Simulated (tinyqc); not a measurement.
Inside a calculation. Method: Hueckel theory of the pi electrons with the omega technique, for the molecule c1ccc2ccccc2c1 (SMILES; centres numbered as the heavy atoms are written). One step of it, computed by the program tinyqc.

Task: Energy, charges, bond orders. E = sum n x; q_r = z_r - P_rr; bond order p = P_rs; free valence = sqrt(3) - sum of p over the bonds of the atom.

x values: 2.302776  1.618034  1.302776  1.000000  0.618034  -0.618034  -1.000000  -1.302776  -1.618034  -2.302776

occupations: 2.000000  2.000000  2.000000  2.000000  2.000000  0.000000  0.000000  0.000000  0.000000  0.000000

charge and bond-order matrix P, lower triangle:
```
,1C,2C,3C,4C,5C,6C,7C,8C,9C,10C
1C,1.000000
2C,0.603165,1.000000
3C,0.000000,0.724564,1.000000
4C,-0.240883,0.000000,0.554700,1.000000
5C,0.000000,-0.169863,0.000000,0.554700,1.000000
6C,0.155952,0.000000,-0.169863,0.000000,0.724564,1.000000
7C,0.000000,0.155952,0.000000,-0.240883,0.000000,0.603165,1.000000
8C,-0.169863,0.000000,0.084932,0.000000,-0.362282,0.000000,0.724564,1.000000
9C,0.000000,-0.240883,0.000000,0.518233,0.000000,-0.240883,0.000000,0.554700,1.000000
10C,0.724564,0.000000,-0.362282,0.000000,0.084932,0.000000,-0.169863,0.000000,0.554700,1.000000
```

Centres:
```
centre,"z_r, pi electrons of the neutral centre",h
1C,1,0.000000
2C,1,0.000000
3C,1,0.000000
4C,1,0.000000
5C,1,0.000000
6C,1,0.000000
7C,1,0.000000
8C,1,0.000000
9C,1,0.000000
10C,1,0.000000
```

Bonds:
```
i,j,k
1,2,1
2,3,1
3,4,1
4,5,1
5,6,1
6,7,1
7,8,1
8,9,1
9,10,1
10,1,1
9,4,1
```

Give: pi energy = 10 alpha + this times beta; pi charges; Bond orders and lengths from R = 1.517 - 0.180 p; free valence of the carbons; gap between the highest filled and the next level.

Result:

pi energy = 10 alpha + this times beta = 13.6832

pi charges: 1C 0.0000, 2C 0.0000, 3C 0.0000, 4C 0.0000, 5C 0.0000, 6C 0.0000, 7C 0.0000, 8C 0.0000, 9C 0.0000, 10C 0.0000

Bond orders and lengths from R = 1.517 - 0.180 p (angstrom, C-C alone):
```
bond,p,R
1-2,0.6032,1.4084
2-3,0.7246,1.3866
3-4,0.5547,1.4172
4-5,0.5547,1.4172
5-6,0.7246,1.3866
6-7,0.6032,1.4084
7-8,0.7246,1.3866
8-9,0.5547,1.4172
9-10,0.5547,1.4172
10-1,0.7246,1.3866
9-4,0.5182,1.4237
```

free valence of the carbons: 1C 0.4043, 2C 0.4043, 3C 0.4528, 4C 0.1044, 5C 0.4528, 6C 0.4043, 7C 0.4043, 8C 0.4528, 9C 0.1044, 10C 0.4528

gap between the highest filled and the next level = 1.2361 |beta|
